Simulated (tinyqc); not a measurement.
Bandgap voltage reference from two bipolar transistors: effect of the area ratio of the second transistor.

Two transistors of area 1 and N carry the same current I. Is(T) = Is (T/T0)^eta exp[(Vg0 q/kB)(1/T0 - 1/T)], VBE1 = Vt ln(I/Is(T)) + I rb, VBE2 = Vt ln(I/(N Is(T))) + I rb/N. The amplifier forces I R1(T) = VBE1 - VBE2 + Vos, with R(T) = R (1 + tc (T - T0)) for both resistors, and the output is Vref = VBE1 + I R2(T). Base currents and the Early effect are neglected.

Vt = kB T/q; I = (Vt ln N + Vos)/(R1(T) - rb (1 - 1/N)). Box coefficient: span of Vref between 233 and 398 K over its average over T and over 165 K. The last column is the R2 that gives zero slope at T0.

Inputs (values chosen for the exercise); values of the order met in silicon bipolar transistors:
```
symbol    value   unit                                                   meaning
T0          300      K                                     reference temperature
Vg0       1.179      V                      band-gap voltage extrapolated to 0 K
eta         4.3                   temperature exponent of the saturation current
Is      8.3e-18      A           saturation current of the unit transistor at T0
R1           22   kohm  resistor across which the difference of VBE falls, at T0
tc            0  ppm/K                 temperature coefficient of both resistors
Vos           0     mV                                   offset of the amplifier
rb          140    ohm                  series resistance of the unit transistor
R2        241.2   kohm                                     output resistor at T0
```

Constants: q = 1.602176634e-19 C, kB = 1.380649e-23 J/K. Results are converted to the units shown.

Results:

| N | I at T0 (uA) | Vref at T0 (V) | slope at T0 (uV/K) | box coefficient (ppm/K) | R2 for zero slope (kohm) |
|---|---|---|---|---|---|
| 2 | 0.8171 | 0.8516 | -1376 | 1673 | 746.3 |
| 4 | 1.637 | 1.067 | -656.4 | 632.0 | 361.5 |
| 15 | 3.201 | 1.462 | 659.9 | 441.0 | 179.4 |
| 24 | 3.757 | 1.601 | 1121 | 686.6 | 151.7 |
| 48 | 4.578 | 1.804 | 1798 | 976.2 | 123.4 |
| 100 | 5.446 | 2.018 | 2511 | 1216 | 102.9 |

Estimate the missing row, N = 8.

Computed row:

| N | I at T0 (uA) | Vref at T0 (V) | slope at T0 (uV/K) | box coefficient (ppm/K) | R2 for zero slope (kohm) |
|---|---|---|---|---|---|
| 8 | 2.457 | 1.276 | 38.54 | 27.13 | 236.5 |

With this row back in the table: As N goes from 2 to 100, Vref rises from 0.8516 to 2.018 V and the box coefficient goes from 1670 through a minimum of 27.1 (at N = 8 among the rows listed) to 1220 ppm/K. A larger N needs a smaller R2/R1, which lowers the gain seen by offset and noise.

tinyqc, about 0.02 s, one thread, Intel Xeon 2.30GHz (shared host): `OMP_NUM_THREADS=1 python tinyqc.py 2062061 2062062 out.jsonl`
